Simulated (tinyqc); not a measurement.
Worked calculation: charge neutrality level from zone-averaged pseudopotential bands. Values are carried at full precision from step to step, so a last printed digit may differ when a step is redone from the rounded ones.

Empirical pseudopotential on the fcc lattice, atoms at +/- tau, tau = a (1,1,1)/8, no spin-orbit coupling. H(G,G') = c (2 pi/a)^2 |k + G|^2 delta + VS(q) cos(q.tau) + i VA(q) sin(q.tau), q = G - G', c = hbar^2/2m0; k and G in units of 2 pi/a; VS at |q|^2 = 3, 8, 11 and VA at 3, 4, 11, in rydberg, zero elsewhere. At each k the basis holds all G with |k + G|^2 up to 16; energies are counted from the fourth level at Gamma.

Mesh: k = sum_i (n_i + 1/2)/N b_i, n_i = 0 ... N - 1, b = (-1,1,1), (1,-1,1), (1,1,-1); points with the same sorted |kx|, |ky|, |kz| after folding to the shortest k + G are joined, with their count as weight. Neutrality (branch-point) level: E_N = (1/2) mean over k of [E5 + (E3 + E4)/2], E_n the n-th level from below.

Constants: hbar^2/2m0 = 3.80998211 eV angstrom^2; Ry = 13.60569312 eV.

Values chosen for the exercise (classic local form factors of the size used for InAs, without spin-orbit coupling; not measured data):
- a = 6.049 angstrom (lattice constant)
- VS = (-0.217, 0, 0.05) Ry (symmetric form factors)
- VA = (0.079, 0.049, 0.029) Ry (antisymmetric form factors)
- mesh = 4 (points along each reciprocal vector)

## Levels on the mesh

Diagonalise at each joined point.

Levels (eV):
```
kx,ky,kz,weight,E3,E4,E5,E6
0.1250,0.1250,0.1250,2,-0.1265,-0.1265,1.6677,4.4783
0.3750,0.1250,0.1250,6,-0.7083,-0.6950,2.7605,3.8638
0.3750,0.3750,0.1250,6,-1.3689,-0.4286,2.6246,4.8119
0.3750,0.3750,0.3750,2,-0.6295,-0.6295,1.5811,4.9861
0.6250,0.1250,0.1250,6,-1.5824,-1.3030,2.6571,3.7474
0.6250,0.3750,0.1250,12,-2.0746,-1.0994,3.3803,4.4162
0.6250,0.3750,0.3750,6,-1.4642,-0.9103,2.3754,4.6037
0.6250,0.6250,0.1250,6,-2.5311,-1.1078,2.8813,5.4154
0.8750,0.1250,0.1250,6,-2.0910,-1.6475,2.2608,3.1421
0.8750,0.3750,0.1250,12,-2.5310,-1.7392,3.3495,5.0059
```

## Gaps

Level 5 at Gamma, at the lowest of (f,0,0) with f = 0.8, 0.85, 0.9, 1, and at (1/2,1/2,1/2).

gaps to Gamma, Delta/X, L (eV): 0.4540  1.9797  1.4617

## The neutrality level

Energies are counted from the valence top at Gamma. E_N = (1/2) weighted mean of [E5 + (E3 + E4)/2]. Compare with half the smallest indirect gap, min(Delta/X, L)/2, and give the barrier for electrons in the limit of full pinning, min(gaps) - E_N.

mean of E5 = 2.8221 eV
mean of (E3 + E4)/2 = -1.4639 eV
E_N = 0.6791 eV
half the indirect gap = 0.7308 eV
pinned barrier for electrons = -0.2251 eV

E_N lies above the conduction edge by 0.225 eV, since the narrow lowest valley has little weight in the zone mean; surfaces then accumulate electrons. The two estimates differ by 0.05 eV; both rules are good to a few tenths of an eV only, so a position within that distance of a band edge or of mid-gap is not settled. Local form factors place the indirect gaps only to a few tenths of an eV, and E_N moves with them. Spin-orbit coupling, left out, would lift the valence top by a third of its splitting.

## Checks

- Sum of the weights against N^3: both 64.

Program tinyqc; command `OMP_NUM_THREADS=1 python tinyqc.py 1881014 1881015 out.jsonl`; about 0.08 s on one thread of a shared Intel(R) Xeon(R) Processor @ 2.30GHz.
